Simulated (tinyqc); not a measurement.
Local against global planarity over time: chemical-mechanical planarisation: Preston law, pattern density and step-height reduction. Computed by tinyqc, a small Python program. Command: `OMP_NUM_THREADS=1 python tinyqc.py 3022660 3022661 out.jsonl cmp walk`. One thread of a shared host (Intel(R) Xeon(R) Processor @ 2.30GHz), about 0.01 s of CPU time with the checks.

A row of 12 cells, repeated periodically, holds raised features that cover a share rho of each cell.

Inputs (values chosen for the exercise, close to those used for oxide polishing):
```
quantity                        value  unit
Preston coefficient K           5e-14  1/Pa
pressure P                         30   kPa
platen and carrier speed           93   rpm
distance between the centres       15    cm
initial step height h0            180    nm
contact height h_c                 38    nm
film above the raised areas z0    390    nm
cell size                         1.8    mm
planarisation length              3.4    mm
```

local pattern densities, cell by cell: 0.25  0.6  0.2  0.3  0.7  0.5  0.9  0.3  0.2  0.4  0.25  0.8

Method:
- With equal rotation speeds the relative speed is uniform, v = omega r_c; Preston rate R0 = K P v.
- The stiff pad averages the density: rho_eff(i) = sum_j w_ij rho_j / sum_j w_ij, w = exp(-2 d^2/L^2), L the planarisation length and d the distance between cell centres, summed over all periodic images of cell j.
- While h > h_c only raised areas polish, at R0/rho_eff, until t_c = rho_eff (h0 - h_c)/R0. After that h = h_c exp(-(t - t_c)/tau), tau = rho_eff h_c/R0; low areas polish at R0 (1 - h/h_c) and raised areas at R0 [1 + (1 - rho_eff) h/(rho_eff h_c)]. Removed from raised areas after t_c: h0 - h_c + R0 (t - t_c) + (1 - rho_eff)(h_c - h); from low areas: R0 (t - t_c) - rho_eff (h_c - h). Film left = z0 less the removal from raised areas.
- Times are multiples of h0/R0; the range is the largest minus the smallest removal from raised areas.

effective densities: 0.465358  0.413954  0.347743  0.396303  0.540437  0.625110  0.615401  0.435015  0.308476  0.330027  0.417683  0.504494

blanket rate R0 = 2.19126 nm/s

Steps and range (nm):
```
multiple   t (s)  largest step  smallest step  range across the row  mean removal from raised areas
0.10        8.21        151.21         121.65                29.556                           41.98
0.20       16.43        122.41          63.30                59.113                           83.96
0.30       24.64         93.62          15.92                81.079                          124.90
0.45       36.97         50.42           1.59                74.797                          171.73
0.60       49.29         16.91           0.16                63.223                          204.87
0.80       65.72          3.71           0.01                58.382                          242.63
1.00       82.14          0.82           0.00                57.300                          278.93
1.30      106.79          0.08           0.00                57.026                          332.99
1.70      139.65          0.00           0.00                56.996                          405.00
```

What follows from these numbers?

Local steps shrink to 0.01 nm or less, but the range across the row reaches up to 81.1 nm among these rows and ends at 57.0 nm, against the limit (largest - smallest rho_eff) h0 = 57.0 nm: once flat, all cells polish alike and the difference stays. Evener density (dummy fill), a longer planarisation length or a smaller initial step reduces it. Caution: in the last rows the removal passes z0 somewhere, so they describe a thicker film than the one given.

Extremes, crossings and ranges named in words are read from the listed rows.
